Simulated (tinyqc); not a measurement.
Worked calculation: band folding and unfolding in a supercell of a chain. Values are carried at full precision from step to step, so a last printed digit may differ when a step is redone from the rounded ones.

A chain with hopping -t and n = 5 sites a supercell. H(K) has v_j on the diagonal, -t between neighbours and -t exp(2 pi i K) on the bond that closes the cell (from the last site to the first of the next cell). The point K holds the n wave vectors k_m = (K + m)/n of the primitive zone, in 2 pi/a, m = 0 to n - 1, with E0 = -2t cos(2 pi k_m). The unfolding weight of a state c on k_m is |sum_j c_j exp(-2 pi i k_m j)|^2/n, j = 0 to n - 1.

Parameters, chosen for this exercise: t = 0.75 eV (hopping); v = (0.465, 0.144, -0.376, -0.376, 0.144) eV (site energies in the supercell); Kq = 0.39 2 pi/(n a) (wave vector in the small zone).

## Folded levels and Fourier components

List k_m and E0; V_q = (1/n) sum_j v_j exp(-2 pi i q j/n) couples k_m to k_(m+q).

Folded band:
```
m  k_m (2 pi/a)  E0 (eV)
0        0.0780  -1.3234
1        0.2780   0.2625
2        0.4780   1.4857
3        0.6780   0.6557
4        0.8780  -1.0805
```

V_0, V_1, ... (eV): 0.0002  0.2325  -0.0001

## Supercell Hamiltonian

Fill in H(K).

H (eV), lower triangle (Hermitian):
```
                1        2        3        4       5
1          0.4650
2         -0.7500   0.1440
3               0  -0.7500  -0.3760
4               0        0  -0.7500  -0.3760
5  0.5779-0.4781i        0        0  -0.7500  0.1440
```

## Levels and unfolding weights

Diagonalise and project each state on the k_m.

levels (eV): -1.4934  -0.9764  0.2507  0.6333  1.5868

weights:
```
     level 1  level 2  level 3  level 4  level 5
m=0    0.724    0.253    0.022    0.000    0.000
m=1    0.013    0.010    0.929    0.020    0.029
m=2    0.000    0.000    0.039    0.049    0.911
m=3    0.003    0.015    0.008    0.914    0.060
m=4    0.260    0.721    0.002    0.017    0.001
```

The purest state keeps 92.9 % on one k and the most mixed (level 2) 72.1 %; rows and columns each add to one.

## Moments of the spectral function

For each k_m: mean sum_i W E_i and variance sum_i W E_i^2 less the mean squared. The mean must be E0 plus the average of v, and the variance that of v.

Moments:
```
m  mean (eV)  variance (eV^2)
0     -1.323            0.108
1      0.263            0.108
2      1.486            0.108
3      0.656            0.108
4     -1.080            0.108
```

The average of v is 0.0002 eV and its variance 0.1081 eV^2: the virtual crystal gives the mean, and the variance is the spread of weight over several levels that it leaves out.

## Checks

- Variance of the spectral function against the variance of v: they agree to 1e-10 or better.
- Levels for v = 0 against the folded band: they agree to 1e-10 or better.

tinyqc: `OMP_NUM_THREADS=1 python tinyqc.py 1481056 1481057 out.jsonl`; about 0.01 s, one thread, shared Intel(R) Xeon(R) Processor @ 2.30GHz.
